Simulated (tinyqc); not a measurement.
# Undoped symmetric double-gate MOSFET, analytic potential model: effect of the temperature

An undoped body of thickness ts between two equal insulators and tied gates; long channel, electrons only, n = ni exp((psi - V)/Vt) with V the quasi-Fermi potential (0 at the source, Vd at the drain), constant mobility, no quantisation. Across the body psi(x) = V - 2 Vt ln[(ts/(2 beta)) sqrt(q ni/(2 eps0 eps_r Vt)) cos(2 beta x/ts)], x from the centre. Q is the electron charge per area of the whole body.

Nc and Nv are given at 273 K and scale as (T/273 K)^1.5; Eg and mu are held fixed. ni = sqrt(Nc Nv) exp(-Eg/(2 Vt)), Eg in volts; r = eps_r tox/(eox ts); V0 = dphi + 2 Vt ln[(2/ts) sqrt(2 eps0 eps_r Vt/(q ni))]. beta (between 0 and pi/2) solves (Vg - V0 - V)/(2 Vt) = ln(beta) - ln(cos beta) + 2 r beta tan(beta). Q = 8 eps0 eps_r Vt beta tan(beta)/ts; I = mu (1/L)(4 eps0 eps_r/ts)(2 Vt)^2 [g(beta_s) - g(beta_d)] per width, g = beta tan(beta) - beta^2/2 + r beta^2 tan^2(beta), with beta_s at V = 0 and beta_d at V = Vd.  I(low) is taken at Vg = 0.63 V, Qs and I(high) at Vg = 1.38 V.

Parameters, values chosen for the exercise; material values close to those of gallium arsenide:
- Eg = 1.43 eV (band gap)
- eps_r = 12.9 (relative permittivity of the semiconductor)
- Nc = 3.78e17 cm^-3 (conduction-band density of states at the reference temperature)
- Nv = 7.73e18 cm^-3 (valence-band density of states at the reference temperature)
- eox = 25.8 (relative permittivity of the gate insulator)
- tox = 4.1 nm (insulator thickness)
- ts = 10 nm (body thickness)
- dphi = 0.17 V (gate work function less that of the intrinsic body)
- mu = 500 cm^2/(V s) (channel mobility)
- L = 0.2 um (gate length)
- Vd = 0.3 V (drain voltage)

Constants: q = 1.602176634e-19 C, kB = 1.380649e-23 J/K, Vt = kB T/q, eps0 = 8.8541878128e-14 F/cm where lengths are in cm. Results are converted to the units shown.

Results:
```
T (K)	V0 (V)	I(low) (nA/um)	Qs(high) (nC/cm^2)	I(high) (uA/um)
220	0.8825	0.01352	4197	2045
250	0.8807	0.09352	4104	1997
310	0.8768	1.583	3947	1919
340	0.8747	4.628	3881	1889
370	0.8724	11.58	3822	1863
400	0.8701	25.62	3770	1841
430	0.8676	51.39	3723	1823
```

Estimate the missing row, T = 280 K.

Computed row:
```
T (K)	V0 (V)	I(low) (nA/um)	Qs(high) (nC/cm^2)	I(high) (uA/um)
280	0.8789	0.4413	4021	1955
```

With this row back in the table: As T goes from 220 to 430 K, I(low) rises from 0.0135 to 51.4 nA/um and I(high) falls from 2050 to 1820 uA/um. V0 falls from 0.882 to 0.868 V. In every row the surface density at the source at the higher gate voltage passes 0.3 Nc, where Boltzmann statistics fail. In every row mu V/L at the higher gate voltage, with V the smaller of Vd and Vg - V0, passes 3e6 cm/s, so velocity saturation would lower the current. In every row the mobility is held fixed, though a real one changes with T.

Numbers from tinyqc (`OMP_NUM_THREADS=1 python tinyqc.py 2440107 2440108 out.jsonl`; about 0.02 s on one thread of a shared Intel Xeon 2.30GHz).
